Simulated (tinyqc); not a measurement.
Inside a calculation. Model: resistance of a source-drain extension with a graded tip.

Program tinyqc, `OMP_NUM_THREADS=1 python tinyqc.py 2282081 2282082 out.jsonl`; Intel Xeon 2.30GHz, shared host, one thread, about 0.05 s. Printed values are rounded.

y runs along the channel, the gate covers y > 0. The doping is N0 for y < y0 and N0 10^(-(y - y0)/la) beyond, uniform over the depth xj. Sheet conductance s(y) = q mu(N) max(N - Nch, 0) xj + (for y > 0) ma Cox Vo, with mu(N) = u0 + (u1 - u0)/(1 + (N/Nr)^au) and Cox = eps0 eox/tox. Current is taken as one-dimensional; depletion of the tip, spreading and the contact are left out. The metallurgical junction lies at yj, where N = Nch.

Values chosen for this exercise; mobility law close to that of electrons in silicon:
```
symbol,value,unit,meaning
eox,3.9,,relative permittivity of the gate insulator (close to silicon dioxide)
tox,1.8,nm,insulator thickness
N0,9.5e19,cm^-3,active doping of the extension far from the gate
la,4,nm/decade,lateral abruptness
y0,1,nm,position under the gate where the fall begins (gate edge at 0)
xj,22,nm,depth of the extension
Nch,2.9e18,cm^-3,channel doping
Vo,0.36,V,gate overdrive
ma,100,cm^2/(V s),mobility of the gate-induced layer
u1,1414,cm^2/(V s),mobility at low doping
u0,68.5,cm^2/(V s),mobility at high doping
Nr,9.2e16,cm^-3,reference doping
au,0.711,,exponent
Lg,30,nm,gate length
```

Constants: q = 1.602176634e-19 C, eps0 = 8.8541878128e-14 F/cm where lengths are in cm. Results are converted to the units shown.

## Sheet resistances and junction position

yj = y0 + la log10(N0/Nch); sheet resistance of the full extension 1/[q mu(N0)(N0 - Nch) xj] and of the gate-induced layer 1/(ma Cox Vo); metallurgical length Lg - 2 yj; ye is where the doped and the gate-induced conductances are equal.

yj = 7.06130 nm
sheet resistance of the extension = 394.352 ohm/square
sheet resistance of the induced layer = 14479.6 ohm/square
metallurgical length = 15.8774 nm
ye = 6.42265 nm
N at ye = 4.18852e18 cm^-3

The gate takes over 0.639 nm before the junction, where N is still 1.44 times the channel doping.

## Resistance of the overlapped part

Midpoint rule on 9 equal steps from 0 to yj: R_ov = sum h/s(y), per width.

```
point    y (nm)   N (cm^-3)  doped conductance (uS)  sheet resistance (ohm/square)
0      0.392295      9.5e19                 2535.81                        383.896
1       1.17688  8.58030e19                 2303.51                        421.483
2       1.96147  5.46205e19                 1507.64                        634.235
3       2.74606  3.47703e19                 988.538                        945.536
4       3.53065  2.21340e19                 645.656                        1399.15
5       4.31524  1.40901e19                 414.478                        2068.08
6       5.09983  8.96946e18                 253.349                        3101.63
7       5.88442  5.70977e18                 135.063                        4898.95
8       6.66901  3.63473e18                 41.5193                        9043.07
```

R_ov = 17.964 ohm um

The exact integral is 18.436 ohm um; the coarse sum is 2.6 % below it.
